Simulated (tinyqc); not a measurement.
Empirical pseudopotential in a few plane waves, step by step. One step of it, computed by the program tinyqc.

Question. Bloch Hamiltonian at k. Basis: the 15 shortest G (labels in 2 pi/a), the same at every k. H(G,G') = c |k + G|^2 delta + VS(|G-G'|^2) cos((G-G').tau) + i VA sin((G-G').tau), tau = a/8 (1,1,1); 1 Ry = 13.605693 eV.

Parameters chosen for this model: fcc lattice, atoms at +/- a/8 (1,1,1); form factors in rydberg at |G|^2 in units of (2 pi/a)^2:
```
parameter                 value      unit
a                      5.300000  angstrom
VS(3)                 -0.207000        Ry
VS(8)                  0.015000        Ry
VS(11)                 0.046000        Ry
VA(3)                  0.092000        Ry
VA(4)                  0.041000        Ry
VA(11)                 0.025000        Ry
hbar^2/2m (2 pi/a)^2   5.354648        eV
```

k point k (2 pi / a): [0.040000, 0.230000, 0.500000]

Give: H(k) at k.

Answer.

H(k) at k (eV):
```
                 +0+0+0           -1-1-1           -1-1+1           -1+1-1
+0+0+0           1.6305   1.9915+0.8851i  -1.9915+0.8851i  -1.9915+0.8851i
-1-1-1   1.9915-0.8851i           9.4483   0.0000-0.5578i   0.0000-0.5578i
-1-1+1  -1.9915-0.8851i   0.0000+0.5578i          20.1576           0.2041
-1+1-1  -1.9915-0.8851i   0.0000+0.5578i           0.2041          14.3746
-1+1+1  -1.9915+0.8851i          -0.2041   0.0000+0.5578i   0.0000+0.5578i
+1-1-1  -1.9915-0.8851i   0.0000+0.5578i           0.2041           0.2041
+1-1+1  -1.9915+0.8851i          -0.2041   0.0000+0.5578i           0.0000
+1+1-1  -1.9915+0.8851i          -0.2041           0.0000   0.0000+0.5578i
+1+1+1   1.9915+0.8851i           0.0000          -0.2041          -0.2041
-2+0+0   0.0000-0.5578i  -1.9915+0.8851i  -1.9915-0.8851i  -1.9915-0.8851i
+0-2+0   0.0000-0.5578i  -1.9915+0.8851i  -1.9915-0.8851i   0.4426-0.2405i
+0+0-2   0.0000-0.5578i  -1.9915+0.8851i   0.4426-0.2405i  -1.9915-0.8851i
+0+0+2   0.0000+0.5578i  -0.4426-0.2405i   1.9915+0.8851i  -0.4426+0.2405i
+0+2+0   0.0000+0.5578i  -0.4426-0.2405i  -0.4426+0.2405i   1.9915+0.8851i
+2+0+0   0.0000+0.5578i  -0.4426-0.2405i  -0.4426+0.2405i  -0.4426+0.2405i

                 -1+1+1           +1-1-1           +1-1+1           +1+1-1
+0+0+0  -1.9915-0.8851i  -1.9915+0.8851i  -1.9915-0.8851i  -1.9915-0.8851i
-1-1-1          -0.2041   0.0000-0.5578i          -0.2041          -0.2041
-1-1+1   0.0000-0.5578i           0.2041   0.0000-0.5578i           0.0000
-1+1-1   0.0000-0.5578i           0.2041           0.0000   0.0000-0.5578i
-1+1+1          25.0838           0.0000           0.2041           0.2041
+1-1-1           0.0000          10.3050   0.0000-0.5578i   0.0000-0.5578i
+1-1+1           0.2041   0.0000+0.5578i          21.0143           0.2041
+1+1-1           0.2041   0.0000+0.5578i           0.2041          15.2313
+1+1+1   0.0000+0.5578i          -0.2041   0.0000+0.5578i   0.0000+0.5578i
-2+0+0   1.9915-0.8851i   0.4426-0.2405i  -0.4426-0.2405i  -0.4426-0.2405i
+0-2+0  -0.4426-0.2405i  -1.9915-0.8851i   1.9915-0.8851i  -0.4426-0.2405i
+0+0-2  -0.4426-0.2405i  -1.9915-0.8851i  -0.4426-0.2405i   1.9915-0.8851i
+0+0+2  -1.9915+0.8851i  -0.4426+0.2405i  -1.9915+0.8851i   0.4426+0.2405i
+0+2+0  -1.9915+0.8851i  -0.4426+0.2405i   0.4426+0.2405i  -1.9915+0.8851i
+2+0+0   0.4426+0.2405i   1.9915+0.8851i  -1.9915+0.8851i  -1.9915+0.8851i

                 +1+1+1           -2+0+0           +0-2+0           +0+0-2
+0+0+0   1.9915-0.8851i   0.0000+0.5578i   0.0000+0.5578i   0.0000+0.5578i
-1-1-1           0.0000  -1.9915-0.8851i  -1.9915-0.8851i  -1.9915-0.8851i
-1-1+1          -0.2041  -1.9915+0.8851i  -1.9915+0.8851i   0.4426+0.2405i
-1+1-1          -0.2041  -1.9915+0.8851i   0.4426+0.2405i  -1.9915+0.8851i
-1+1+1   0.0000-0.5578i   1.9915+0.8851i  -0.4426+0.2405i  -0.4426+0.2405i
+1-1-1          -0.2041   0.4426+0.2405i  -1.9915+0.8851i  -1.9915+0.8851i
+1-1+1   0.0000-0.5578i  -0.4426+0.2405i   1.9915+0.8851i  -0.4426+0.2405i
+1+1-1   0.0000-0.5578i  -0.4426+0.2405i  -0.4426+0.2405i   1.9915+0.8851i
+1+1+1          25.9406  -0.4426-0.2405i  -0.4426-0.2405i  -0.4426-0.2405i
-2+0+0  -0.4426+0.2405i          22.1923           0.2041           0.2041
+0-2+0  -0.4426+0.2405i           0.2041          18.1228           0.2041
+0+0-2  -0.4426+0.2405i           0.2041           0.2041          12.3398
+0+0+2  -1.9915-0.8851i          -0.2041          -0.2041           0.0000
+0+2+0  -1.9915-0.8851i          -0.2041           0.0000          -0.2041
+2+0+0  -1.9915-0.8851i           0.0000          -0.2041          -0.2041

                 +0+0+2           +0+2+0           +2+0+0
+0+0+0   0.0000-0.5578i   0.0000-0.5578i   0.0000-0.5578i
-1-1-1  -0.4426+0.2405i  -0.4426+0.2405i  -0.4426+0.2405i
-1-1+1   1.9915-0.8851i  -0.4426-0.2405i  -0.4426-0.2405i
-1+1-1  -0.4426-0.2405i   1.9915-0.8851i  -0.4426-0.2405i
-1+1+1  -1.9915-0.8851i  -1.9915-0.8851i   0.4426-0.2405i
+1-1-1  -0.4426-0.2405i  -0.4426-0.2405i   1.9915-0.8851i
+1-1+1  -1.9915-0.8851i   0.4426-0.2405i  -1.9915-0.8851i
+1+1-1   0.4426-0.2405i  -1.9915-0.8851i  -1.9915-0.8851i
+1+1+1  -1.9915+0.8851i  -1.9915+0.8851i  -1.9915+0.8851i
-2+0+0          -0.2041          -0.2041           0.0000
+0-2+0          -0.2041           0.0000          -0.2041
+0+0-2           0.0000          -0.2041          -0.2041
+0+0+2          33.7584           0.2041           0.2041
+0+2+0           0.2041          27.9754           0.2041
+2+0+0           0.2041           0.2041          23.9058
```
